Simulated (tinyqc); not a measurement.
Trapped share and trap depth from dynamic on-resistance.

Problem. Traps remove the share ft of the electrons in the drain access (length Ld, sheet resistance Rsh before stress), so Ron grows by Rsh Ld ft/(1 - ft). The recovery time goes as T^(-2) exp(q Ea/(kB T)). Find ft and Ea.

Inputs (values chosen for the exercise):
```
symbol,value,unit,meaning
Ld,1.5,um,drain access length
```

Constants: q = 1.602176634e-19 C, kB = 1.380649e-23 J/K. Results are converted to the units shown.

Ron before and just after an off-state stress (ohm mm): [1.3110500, 1.3783119]
Rsh = 300.09157 ohm
recovery times at 300 and 370 K (s): [0.042, 3.8077963e-5]

Answer. The rise of Ron over Rsh Ld is ft/(1 - ft); ln(t T^2) is linear in 1/T.

ft = 0.130
Ea = 0.900 eV

Computed by the program tinyqc: `OMP_NUM_THREADS=1 python tinyqc.py 2570103 2570104 out.jsonl`, one thread of a shared Intel Xeon 2.30GHz, about 0.02 s for the whole run.
